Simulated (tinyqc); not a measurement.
Thermionic emission over a Gaussian spread of barriers: effect of temperature.

Metal on an n-type semiconductor with one parabolic valley; V > 0 is forward bias (metal positive). Patches of barrier height b are spread as a Gaussian with mean phi - r2 V and variance sg^2 + r3 V; each carries A* T^2 exp(-b/Vt) [exp(V/Vt) - 1].

A* = 4 pi q me m0 kB^2/h^3 (times 1e-4 for A/(cm^2 K^2)). The mean of exp(-b/Vt) gives the apparent barrier phi_ap(V) = phi - r2 V - (sg^2 + r3 V)/(2 Vt), J = A* T^2 exp(-phi_ap/Vt) [exp(V/Vt) - 1], and 1/n = 1 + r2 + r3/(2 Vt). J0 = A* T^2 exp(-phi_ap(0)/Vt); the current at zero bias is centred on b = phi - sg^2/Vt.

Values chosen for this exercise; band and dielectric values close to those of gallium nitride: electron mass me = 0.198 m0; barrier height seen from the metal phi = 1.08 eV; standard deviation of the barrier heights sg = 0.061 eV; shift of the mean barrier per volt, with its sign reversed (rho2) r2 = -0.073; change of sg^2 per volt (rho3) r3 = -0.001 V.

Constants: q = 1.602176634e-19 C, kB = 1.380649e-23 J/K, h = 6.62607015e-34 J s, m0 = 9.1093837015e-31 kg, Vt = kB T/q. Results are converted to the units shown.

Results:

| T (K) | phi_ap(0) (eV) | n | J0 (A/cm^2) | barrier that carries most current (eV) |
|---|---|---|---|---|
| 100 | 0.8641 | 1.151 | 6.727e-39 | 0.6482 |
| 180 | 0.9601 | 1.118 | 1.015e-21 | 0.8401 |
| 220 | 0.9819 | 1.110 | 3.704e-17 | 0.8837 |
| 260 | 0.9970 | 1.105 | 7.613e-14 | 0.9139 |
| 300 | 1.008 | 1.102 | 2.492e-11 | 0.9361 |
| 350 | 1.018 | 1.098 | 6.332e-9 | 0.9566 |
| 400 | 1.026 | 1.096 | 4.500e-7 | 0.9720 |

Estimate the missing row, T = 140 K.

Computed row:

| T (K) | phi_ap(0) (eV) | n | J0 (A/cm^2) | barrier that carries most current (eV) |
|---|---|---|---|---|
| 140 | 0.9258 | 1.129 | 2.198e-28 | 0.7716 |

With this row back in the table: The apparent barrier rises from 0.864 to 1.03 eV and n falls from 1.15 to 1.10. A Richardson plot, ln(J0/T^2) against 1/Vt, has the slope -0.710 eV between the first two rows and -0.964 eV between the last two, against phi = 1.08 eV: the plot bends, because cold electrons seek the low patches. In 4 of the 8 rows sg exceeds 3 Vt, so the current comes from more than three deviations below the mean, a tiny share of the area that a Gaussian of independent patches describes poorly.

tinyqc, about 0.01 s, one thread, Intel Xeon 2.30GHz (shared host): `OMP_NUM_THREADS=1 python tinyqc.py 2640161 2640162 out.jsonl`
